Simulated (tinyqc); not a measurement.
Inside a calculation: two electrons on one impurity (helium-like model). Values are carried at full precision from step to step, so a last printed digit may differ when a step is redone from the rounded ones.

Units Ha* = 2 Ry m/eps^2 and a* = a0 eps/m. One electron is bound by Z^2/2. Two electrons in the singlet built from exp(-a r) and exp(-b r): S = 8 (ab)^(3/2)/(a + b)^3, h_aa = a^2/2 - Z a, h_bb alike, h_ab = S (ab/2 - Z (a + b)/2), J = ab (a^2 + 3ab + b^2)/(a + b)^3, K = 20 (ab)^3/(a + b)^5, E = (h_aa + h_bb + 2 S h_ab + J + K)/(1 + S^2). For a = b this is a^2 - 2 Z a + 5a/8. Real double donors are deeper, since the central cell is left out.

Constants: Ry = 13.60569312 eV; a0 (Bohr radius) = 0.5291772105 angstrom.

Parameters, chosen for this exercise (near those of impurities in Si; the results hold for these values, not for the real material):
```
symbol  value        unit  meaning
m       0.316        m0    one mean mass
eps     12                 dielectric constant
Z       2                  effective charge (1: D- centre, 2: double donor; other values mimic a central cell)
ab      (2.2, 1.34)  1/a*  trial exponents a, b
```

## Units and equal orbitals

Give Ha*, a*, the best common exponent Z - 5/16, E = -(Z - 5/16)^2, and the binding of the second electron -Z^2/2 - E.

Ha* = 59.714 meV
a* = 20.10 angstrom
exponent = 1.6875
E with equal orbitals = -2.84766 Ha*
binding of the second electron = 50.62 meV

The first electron is bound by 119.4 meV, 2.36 times as much as the second.

## Unequal orbitals

Evaluate the integrals and E.

S, h_aa, h_bb, h_ab, J, K: [0.91279, -1.98000, -1.78220, -1.88583, 1.02867, 0.92171]

E = -2.86634 Ha*

This lies 0.0187 Ha* below the best equal-orbital value -(Z - 5/16)^2.

## The minimum over a and b

Give a, b, E, both binding energies and U, their difference.

a, b (1/a*): [2.183, 1.189]

E = -2.87566 Ha*

binding of the first and second electron (meV): [119.43, 52.29]

U = 67.14 meV

Letting one electron stay close and the other roam (decay lengths 9 and 17 angstrom) gains 1.67 meV. The exact value for Z = 2 is -2.90372, 1.68 meV lower.

## Checks

- Minimum for Z = 1 against the known -0.51330: both -0.51330.
- Minimum for Z = 2 against the known -2.87566: both -2.87566.

Program tinyqc; command `OMP_NUM_THREADS=1 python tinyqc.py 1252382 1252383 out.jsonl`; about 0.04 s on one thread of a shared Intel(R) Xeon(R) Processor @ 2.30GHz.
